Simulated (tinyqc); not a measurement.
Incorporation against temperature: precursor delivery by bubblers, mass-transport growth and the solid composition of a III-V alloy. Computed by tinyqc, a small Python program. Command: `OMP_NUM_THREADS=1 python tinyqc.py 3000536 3000537 out.jsonl movpe_thermo walk`. One thread of a shared host (Intel(R) Xeon(R) Processor @ 2.30GHz), about 0.01 s of CPU time with the checks.

1 sccm = 44.615 micromol/min; 1 torr = 133.322 Pa. The sources decompose fully at the surface.

Inputs (values chosen for the exercise, modelled on trimethylgallium (source 1) and trimethylindium (source 2) for the vapour pressures):
```
quantity,value,unit
bath temperature T1,267,K
bath temperature T2,304,K
bubbler pressure p_b,1400,torr
carrier flow F1,20,sccm
carrier flow F2,200,sccm
total flow F_t,8.5,slm
group-V flow F_V,86,sccm
reactor pressure p,760,torr
growth temperature T,820,K
diffusivity at 273 K and 760 torr,0.48,cm^2/s
flow cross-section A,23,cm^2
distance from the leading edge z,4.6,cm
lattice constant a,5.54,angstrom
interaction L0 of the solid,5.4,kJ/mol
"log10 of p_B,eq over pure BC at 1000 K and 1 torr of group V (exaggerated: liquid indium has about -4.1)",-1.9,log10 torr
enthalpy of that equilibrium H,252,kJ/mol
```

Alloy: mixing on the group-III sites, with desorption of B.

constants a, b of source 1 (log10 torr, K): [8.082, 1703]

constants a, b of source 2 (log10 torr, K): [10.48, 3014]

Constants: k_B = 1.380649e-23 J/K; R = 8.314462618 J/(mol K).

Method:
- log10 p_v = a - b/T_bath; molar flow = F x 44.615 x p_v/(p_b - p_v) for a saturated bubbler.
- p_i = p n_i/(44615 F_t), F_t in slm; p_V = p F_V/(1000 F_t), counted per molecule supplied; V/III = 44.615 F_V/(n1 + n2); vapour fraction of source 2 = n2/(n1 + n2).
- Mean velocity u = (F_t/A)(760/p)(T/273); D = D0 (T/273)^1.75 (760/p); boundary layer delta = sqrt(pi D z/u); flux = D dp/(delta k_B T); growth rate = flux x a^3/4.
- A sticks fully. B desorbs: its surface pressure is p_B* = x gamma_B K/sqrt(p_V), ln gamma_B = L0 (1 - x)^2/(R T), K = 10^(log10 K at 1000 K) exp[-(H/R)(1/T - 1/1000)], p_V in torr. With equal diffusivities x = (p_2 - p_B*)/(p_1 + p_2 - p_B*). Growth rate = rate per torr x p_1/(1 - x).

p_2 = 0.0470940 torr

K/sqrt(p_V) = 5.85656e-06 torr

p_V = 7.68941 torr

vapour fraction of source 2 = 0.412812

p_1 = 0.0669870 torr

At fixed flows:
```
T (K),K/sqrt(p_V) (torr),x,"share of B incorporated, 1 - p_B*/p_2"
897,1.3983e-04,0.41243,0.99843
951,9.5245e-04,0.41025,0.98948
1001,4.6795e-03,0.40038,0.94976
1039,1.4162e-02,0.37566,0.85586
1084,4.7540e-02,0.29596,0.59794
1128,1.4149e-01,0.16128,0.27352
1181,4.7249e-01,0.05591,0.08424
1260,2.3616e+00,0.01185,0.01706
```

x equals the vapour fraction 0.413 while gamma_B K/sqrt(p_V) is small against p_1 + p_2 = 0.11 torr and falls once it is not. Between the last rows the apparent energy R d ln x/d(1/T) is 243 kJ/mol, against H = 252. Caution: the boundary layer is a quarter or more of the root of the cross-section, so it fills much of the channel and depletion along the flow matters.

Extremes, crossings and ranges named in words are read from the listed rows.
